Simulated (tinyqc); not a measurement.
Worked calculation: configuration-coordinate model of carrier capture at a defect. Values are carried at full precision from step to step, so a last printed digit may differ when a step is redone from the rounded ones.

Two parabolas of equal curvature k in one coordinate Q: with the carrier free at the band edge, U_f = k Q^2/2; with the carrier trapped, U_t = k (Q - dQ)^2/2 - ET. ER = k dQ^2/2, Huang-Rhys factor S = ER/hw, hw = 0.0646541 sqrt(k/M) eV for k in eV/angstrom^2 and M in u. The curves cross at a height Eb = (ER - ET)^2/(4 ER) above the free minimum.

Constants: kB = 8.617333262e-05 eV/K.

Inputs chosen for the exercise (of the size met at a DX centre in AlGaAs; shifted at random, so the results belong to these values and not to a real crystal): ET = 0.11 eV (thermal depth of the level below the band edge); ER = 0.63 eV (relaxation energy); hw = 0.01 eV (phonon energy of the mode); M = 40 u (mass of the mode); T = 200 K (temperature); nu = 1e+13 1/s (attempt rate).

## The two parabolas

Form S, k, dQ, the crossing point Qc = (ER - ET)/(k dQ), Eb, and the emission barrier Eb + ET.

S = 63.000
k = 0.9569 eV/angstrom^2
dQ = 1.1475 angstrom
Qc = 0.4736 angstrom

barriers (eV): capture 0.1073, emission 0.2173

ER > ET: the crossing lies between the two minima (large relaxation); at Q = 0 the trapped level lies above the band edge.

## Optical transitions

Vertical ionisation from the trapped minimum costs ET + ER; vertical capture from the free minimum releases ET - ER (none if negative); the band has a standard deviation sqrt(S hw^2 coth(hw/2kT)) with S = ER/hw, and a full width 2.35482 times that.

energies (eV): ionisation peak 0.740, zero-phonon 0.110, emission peak -0.520

coth(hw/2kT) = 3.5431
standard deviation = 0.1494 eV
full width = 0.3518 eV

Vertical capture would need energy: there is no luminescence peak (at most a tail of the broadened line), and a carrier freed by light must cross the barrier Eb to return or tunnel through it; where tunnelling is slow this gives persistent photoconductivity at low temperature. The optical peak exceeds the thermal depth by a factor 6.73.

## The multiphonon factor

Multiphonon factor for giving p = ET/hw phonons to the lattice: W = exp(-S (2 nb + 1)) ((nb + 1)/nb)^(p/2) I_p(x), nb = 1/(exp(hw/kT) - 1), x = 2 S sqrt(nb (nb + 1)), I_p the modified Bessel function. Classical limit: W = hw exp(-Eb/kT)/sqrt(4 pi ER kT). At T = 0: exp(-S) S^p/Gamma(p + 1).

Form p, nb, x and ln W, the classical ln W, and the capture time 1/(nu W).

p, nb, x: [11.0000, 1.2715, 214.1403]

ln W: quantum -9.769, classical -9.835

capture time = 1.75e-09 s

The quantum factor is 1.07 times the classical one at kT/hw = 1.72: the two agree.

## Emission by detailed balance

For equal degeneracies and one band-edge state, emission time = capture time x exp(ET/kT).

ET/kT = 6.382
log10 of the emission time in s = -5.99

## Checks

- Ln W for the nearest whole p against the double Poisson sum over emitted and absorbed phonons: both -9.76855.

tinyqc: `OMP_NUM_THREADS=1 python tinyqc.py 1481953 1481954 out.jsonl`; about 0.01 s, one thread, shared Intel(R) Xeon(R) Processor @ 2.30GHz.
